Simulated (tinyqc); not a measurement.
Superjunction drift layer against a plain one, charge balance: one step of the calculation.

Alternating n and p pillars of equal width wp, doping N and length Lp. When depleted, the lateral field peaks at Ex = q N wp/(2 eps0 eps_r) at the pillar junctions and a uniform vertical field Ey is added; breakdown is taken where Ex^2 + Ey^2 = Ef^2. Only the n pillars conduct, narrowed by the zero-bias depletion. A first-order model: the field peaks at the pillar ends are left out.

Question. Design of the pillars. Ex = a Ef gives N = 2 eps0 eps_r a Ef/(q wp); Ey = Ef sqrt(1 - a^2); Lp = BV/Ey; xd = sqrt(eps0 eps_r Vb/(q N)) on each side; Rsp = 2 Lp/(q mu(N) N (1 - 2 xd/wp)). mu(N) = mi + (mx - mi)/(1 + (N/Nr)^0.9).

Parameters, values chosen for the exercise; values close to those of gallium nitride: relative permittivity of the semiconductor eps_r = 9.41; mobility at low doping mx = 1090 cm^2/(V s); mobility at high doping mi = 60.7 cm^2/(V s); reference doping of the mobility Nr = 2e17 cm^-3; wanted breakdown voltage BV = 1200 V; width of each pillar wp = 1 um; critical field inside the pillars Ef = 2.6 MV/cm; lateral peak field as a share of Ef a = 0.52; built-in voltage of the pillar junctions Vb = 2.8 V.

Constants: q = 1.602176634e-19 C, eps0 = 8.8541878128e-14 F/cm where lengths are in cm. Results are converted to the units shown.

Give: N; Ey; Lp; xd; Rsp.

Answer.

N = 1.406e17 cm^-3
Ey = 2.221 MV/cm
Lp = 5.403 um
xd = 0.1018 um
Rsp = 0.09177 mohm cm^2

The pillars have an aspect ratio of 5.40. Their doping is 6.09 times, and their Rsp 0.444 times, that of the plain layer.

Computed by the program tinyqc: `OMP_NUM_THREADS=1 python tinyqc.py 2590007 2590008 out.jsonl`, one thread of a shared Intel Xeon 2.30GHz, about 0.01 s for the whole run.
